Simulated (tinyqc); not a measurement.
# Frequency dispersion of an accumulation capacitance by border traps, distributed model: effect of the semiconductor capacitance in accumulation

Traps spread evenly through the insulator exchange electrons with the semiconductor by tunnelling, with tau(x) = t0 exp(2 ka x) at depth x from the interface. The admittance per area Y seen at depth x obeys dY/dx = -Y^2/(i w eps0 eox) + q Nb ln(1 + i w tau)/tau, with Y(0) = i w Cs and w = 2 pi f; the gate sees Y(tox) = G + i w C. Working variable y = Y/(i w), in uF/cm^2. Cox = eps0 eox/tox.

Cox; trap-free value 1/(1/Cox + 1/Cs); response depth d = ln(1/(w t0))/(2 ka), where w tau = 1; lumped estimate: all traps within d act as C_bt = q Nb d placed at d/2, so C = 1/{1/[1/(1/Cs + d/(2 eps0 eox)) + C_bt] + (tox - d/2)/(eps0 eox)}. C and G from a fine integration; dispersion -d C/d log10 f over C, from f times and over 1.1. For a broad spread of time constants G/w is close to -(pi/2) dC/d ln w.

Inputs (values chosen for the exercise); permittivity close to that of aluminium oxide: relative permittivity of the insulator eox = 8.67; insulator thickness tox = 12 nm; density of border traps Nb = 5.7e18 cm^-3 eV^-1; decay constant of the wave function in the insulator ka = 4.7 1/nm; time constant of a trap at the interface t0 = 8e-11 s; frequency f = 1e6 Hz.

Constants: q = 1.602176634e-19 C, eps0 = 8.8541878128e-14 F/cm where lengths are in cm. Results are converted to the units shown.

The same in every row: d (nm) = 0.8080.

Effect of the semiconductor capacitance in accumulation:
columns A: Cs (uF/cm^2); B: C (uF/cm^2); C: G/w (uF/cm^2); D: dispersion (% a decade); E: -(pi/2) dC/d ln w (uF/cm^2); F: lumped C (uF/cm^2); G: trap-free C (uF/cm^2)
```
A          B         C        D         E       F       G
0.2   0.1978  0.007790    5.770  0.007787  0.1926  0.1524
0.39  0.2737  0.005584    2.990  0.005583  0.2700  0.2423
0.75  0.3636  0.003445    1.389  0.003445  0.3613  0.3452
1.4   0.4484  0.001898   0.6205  0.001898  0.4471  0.4391
2.8   0.5246  8.996e-4   0.2511  8.988e-4  0.5240  0.5207
5.4   0.5736  4.531e-4   0.1154  4.518e-4  0.5733  0.5720
10    0.6021  2.639e-4  0.06388  2.624e-4  0.6019  0.6013
20    0.6203  1.697e-4  0.03969  1.679e-4  0.6202  0.6199
```

As Cs goes from 0.2 to 20, C rises from 0.198 to 0.620 uF/cm^2, the dispersion falls from 5.77 to 0.0397 % a decade and G/w falls from 0.00779 to 1.70e-4 uF/cm^2. The lumped estimate is 2.6 % below C in the first row and 0.023 % below it in the last. The same traps disperse C more when Cs is small, since they then add to the weaker series term.

Numbers from tinyqc (`OMP_NUM_THREADS=1 python tinyqc.py 2202209 2202210 out.jsonl`; about 0.7 s on one thread of a shared Intel Xeon 2.30GHz).
